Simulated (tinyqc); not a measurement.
RHF in the sto-3g basis, for B+, spin multiplicity 1, step by step. One step of it, computed by the program tinyqc.

Task: Iteration 1: building the Fock matrix. J_ij = sum D_kl (ij|kl), K_ij = sum D_kl (ik|jl); F = H + J - 0.5 K; E = tr D H + tr D J / 2 - 0.25 tr D K + E_nn.

D at the start, order 1B 1s, 1B 2s, 1B 2px, 1B 2py, 1B 2pz:
$$\begin{pmatrix}
2.156421 & -0.580784 & 0.000000 & 0.000000 & 0.000000 \\
-0.580784 & 2.156421 & 0.000000 & 0.000000 & 0.000000 \\
0.000000 & 0.000000 & 0.000000 & 0.000000 & 0.000000 \\
0.000000 & 0.000000 & 0.000000 & 0.000000 & 0.000000 \\
0.000000 & 0.000000 & 0.000000 & 0.000000 & 0.000000
\end{pmatrix}$$

core Hamiltonian H = T + V (hartree), order 1B 1s, 1B 2s, 1B 2px, 1B 2py, 1B 2pz:
$$\begin{pmatrix}
-12.321086 & -3.187330 & 0.000000 & 0.000000 & 0.000000 \\
-3.187330 & -3.412465 & 0.000000 & 0.000000 & 0.000000 \\
0.000000 & 0.000000 & -2.617559 & 0.000000 & 0.000000 \\
0.000000 & 0.000000 & 0.000000 & -2.617559 & 0.000000 \\
0.000000 & 0.000000 & 0.000000 & 0.000000 & -2.617559
\end{pmatrix}$$

Two-electron integrals (ij|kl) in chemists' order, unique and non-zero (hartree):
```
(11|11) 2.923513   (21|11) 0.518376   (21|21) 0.109262   (22|11) 0.744229
(22|21) 0.193177   (22|22) 0.544804   (31|31) 0.020264   (32|31) 0.029996
(32|32) 0.120346   (33|11) 0.742491   (33|21) 0.193240   (33|22) 0.544682
(33|33) 0.586773   (41|41) 0.020264   (42|41) 0.029996   (42|42) 0.120346
(43|43) 0.031630   (44|11) 0.742491   (44|21) 0.193240   (44|22) 0.544682
(44|33) 0.523513   (44|44) 0.586773   (51|51) 0.020264   (52|51) 0.029996
(52|52) 0.120346   (53|53) 0.031630   (54|54) 0.031630   (55|11) 0.742491
(55|21) 0.193240   (55|22) 0.544682   (55|33) 0.523513   (55|44) 0.523513
(55|55) 0.586773
```

nuclear repulsion = 0 hartree

Give: Coulomb J; exchange K; Fock matrix F; total energy of this density.

Result:

Coulomb J (hartree), order 1B 1s, 1B 2s, 1B 2px, 1B 2py, 1B 2pz:
$$\begin{pmatrix}
7.3071 & 1.4075 & 0.0000 & 0.0000 & 0.0000 \\
1.4075 & 2.5553 & 0.0000 & 0.0000 & 0.0000 \\
0.0000 & 0.0000 & 2.5512 & 0.0000 & 0.0000 \\
0.0000 & 0.0000 & 0.0000 & 2.5512 & 0.0000 \\
0.0000 & 0.0000 & 0.0000 & 0.0000 & 2.5512
\end{pmatrix}$$

exchange K (hartree), order 1B 1s, 1B 2s, 1B 2px, 1B 2py, 1B 2pz:
$$\begin{pmatrix}
5.9378 & 1.0387 & 0.0000 & 0.0000 & 0.0000 \\
1.0387 & 1.1861 & 0.0000 & 0.0000 & 0.0000 \\
0.0000 & 0.0000 & 0.2684 & 0.0000 & 0.0000 \\
0.0000 & 0.0000 & 0.0000 & 0.2684 & 0.0000 \\
0.0000 & 0.0000 & 0.0000 & 0.0000 & 0.2684
\end{pmatrix}$$

Fock matrix F (hartree), order 1B 1s, 1B 2s, 1B 2px, 1B 2py, 1B 2pz:
$$\begin{pmatrix}
-7.9829 & -2.2992 & 0.0000 & 0.0000 & 0.0000 \\
-2.2992 & -1.4502 & 0.0000 & 0.0000 & 0.0000 \\
0.0000 & 0.0000 & -0.2005 & 0.0000 & 0.0000 \\
0.0000 & 0.0000 & 0.0000 & -0.2005 & 0.0000 \\
0.0000 & 0.0000 & 0.0000 & 0.0000 & -0.2005
\end{pmatrix}$$

total energy of this density = -23.948470 hartree
